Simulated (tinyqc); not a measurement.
Raman line shape of confined optical phonons and breathing modes of small crystals: one step, computed by the program tinyqc.

Confinement in 1 direction(s) lets phonons with q away from zero scatter light. q is in units of 2 pi/a, from 0 to 1, and the branch is isotropic: omega(q)^2 = (omega_0^2 + omega_X^2)/2 + ((omega_0^2 - omega_X^2)/2) cos(pi q). The model and its constant beta are phenomenological; beta = 8 is the common choice.

Problem. Intensity at one frequency. Weight W(q) = q^0 exp(-(2 L q/a)^2/(2 beta)) dq, that is exp(-k^2 L^2/(2 beta pi^2)) for k = 2 pi q/a. I(omega) = int W(q) / [(omega - omega(q))^2 + (Gamma_0/2)^2] dq / int W dq x (Gamma_0/2)^2, by 400 Gauss-Legendre points on 0 < q < min(1, 2.5 a sqrt(2 beta)/L). Bulk Lorentzian 1/(1 + (2 offset/Gamma)^2); mean shift = weighted mean of omega(q) less the bulk frequency.

Inputs (values chosen for the exercise, modelled on silicon):

| quantity | value | unit |
|---|---|---|
| bulk frequency omega_0 | 520.8 | 1/cm |
| frequency at the zone boundary omega_X | 431 | 1/cm |
| natural width Gamma_0 | 3.5 | 1/cm |
| lattice constant a | 5.431 | angstrom |
| size L | 14 | nm |
| confinement constant beta | 8 | - |
| probe offset omega - omega_0 | -6.1 | 1/cm |

Shape: film.

Give: I at the probe offset; bulk Lorentzian there; mean shift, from the weights.

Solution.

I at the probe offset = 0.1018

bulk Lorentzian there = 0.07604

mean shift, from the weights = -0.6059 1/cm
